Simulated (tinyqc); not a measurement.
Worked calculation: domain walls in a thin film with perpendicular anisotropy: Bloch, Neel and chiral walls, motion and stripe domains. Computed by tinyqc, a small Python program that keeps every step. Command: `OMP_NUM_THREADS=1 python tinyqc.py 3020453 3020454 out.jsonl mwall walk`. One thread of a shared host (Intel(R) Xeon(R) Processor @ 2.30GHz), about 0.01 s of CPU time with the checks. Intermediate numbers are printed to about 5 digits and carried at full precision; extremes and crossings named in words are read from the listed rows.

One-dimensional wall: polar angle theta(x), azimuth phi of the moment in the wall (phi = 0 Neel, 90 degrees Bloch). mu_0 = 1.25663706212e-6 T m/A, gamma = 1.76085963023e11 rad/(s T).

Inputs (values chosen for the exercise, for a model film): saturation magnetisation M_s = 1030 kA/m; exchange stiffness A = 9.7 pJ/m; uniaxial anisotropy K_u = 1050 kJ/m^3; DMI constant D = 1.8 mJ/m^2; thickness t = 1.6 nm; damping alpha = 0.16; current density J = 0.42 1e12 A/m^2; spin Hall angle theta_SH = 0.17.

Drive: spin-orbit torque.

Constants: hbar = 1.054571817e-34 J s; e = 1.602176634e-19 C.

## Width and energy of the Bloch wall

K_eff = K_u - mu_0 M_s^2/2; Delta = sqrt(A/K_eff); sigma_0 = 4 sqrt(A K_eff); profile theta = 2 arctan exp(x/Delta); quality factor Q = 2 K_u/(mu_0 M_s^2).

K_eff = 383.42 kJ/m^3

width parameter Delta = 5.0298 nm

sigma_0 = 7.7140 mJ/m^2

quality factor Q = 1.5752

## Bloch or Neel

sigma(phi) = sigma_0 + 2 Delta K_D cos^2(phi) - pi D cos(phi), with the wall shape anisotropy K_D = N_x mu_0 M_s^2/2, N_x = t ln 2/(pi Delta). The minimum has cos(phi) = D/D_N for D < D_N = 4 Delta K_D/pi and phi = 0 beyond; sigma turns negative at D_c = (sigma_0 + 2 Delta K_D)/pi.

K_D = 46.784 kJ/m^3

D_N = 0.29961 mJ/m^2

azimuth phi = 0 degrees

wall energy sigma = 2.5298 mJ/m^2

D_c = 2.6053 mJ/m^2

A pure chiral Neel wall. D is 0.69 of D_c.

## Velocity under current

Spin-orbit drive: B_SL = hbar theta_SH J/(2 e M_s t) acts as the field (pi/2) B_SL cos(phi). Steady state: v = (gamma Delta/alpha)(pi/2) B_SL cos(phi) = gamma Delta [B_D sin(phi) - (B_K/2) sin(2 phi)], B_K = 2 K_D/M_s, B_D = pi D/(2 M_s Delta); the root with phi between its rest value and 90 degrees; v saturates at v_D = gamma Delta B_D.

B_SL = 14.259 mT

azimuth in motion = 16.965 degrees

velocity = 118.58 m/s

saturation velocity v_D = 483.37 m/s

v is 25 % of v_D: still rising with current. Caution: pinning, heating and tilting of the wall are left out.

## Velocity against current

The formulas are those given above.

Steady motion:
```
J (1e12 A/m^2)  B_SL (mT)  phi (degrees)  v (m/s)  v at fixed rest phi (m/s)
0.02                 0.68          0.839     5.90                        5.9
0.05                 1.70          2.098    14.75                       14.8
0.10                 3.39          4.188    29.44                       29.5
0.20                 6.79          8.319    58.42                       59.0
0.50                16.97         19.900   138.78                      147.6
1.00                33.95         35.251   241.06                      295.2
2.00                67.90         53.579   350.52                      590.4
5.00               169.75         72.709   438.69                     1476.0
```

The linear law holds to 5 % in 4 of the eight rows; in the last row v is 90.8 % of v_D = pi gamma D/(2 M_s), which depends on neither alpha nor theta_SH.

## Stripe domains

Dipolar length l = sigma/(mu_0 M_s^2); for t much smaller than the period the domain width is w = 0.955 t exp(pi l/t) (Kaplan and Gehring), given as log10 of w in nm.

dipolar length l = 1.8976 nm

log10 of the domain width in nm = 1.8023

Equilibrium domains are about 63 nm wide.

## Raising D

The formulas are those given above.

Wall against D; the last column is the Kaplan-Gehring width, log10[0.955 t exp(pi sigma/(mu_0 M_s^2 t))/nm], with a dash where it falls below 10 Delta and the formula fails:
```
D (mJ/m^2)  phi (degrees)  sigma (mJ/m^2)  sigma/sigma_0  log10 domain width
0.06               78.448          7.6952        0.99755              5.1062
0.15               59.957          7.5961        0.98471              5.0428
0.24               36.771          7.4120        0.96085              4.9251
0.52                0.000          6.5510        0.84924              4.3744
1.00                0.000          5.0431        0.65375              3.4098
1.60                0.000          3.1581        0.40940              2.2042
2.10                0.000          1.5873        0.20577                   -
2.30                0.000          0.9590        0.12432                   -
```

D_N is 12 % of D_c, so a small D fixes the chirality long before it lowers the energy much. Beyond D_N sigma falls by pi per unit of D, and the domain width, which has sigma in an exponent, drops by 2.9 decades over the valid rows (values above 6 mean a single domain in any device).

Checks made by the program: sigma_0 against the integral over the profile (relative difference below 1e-10).
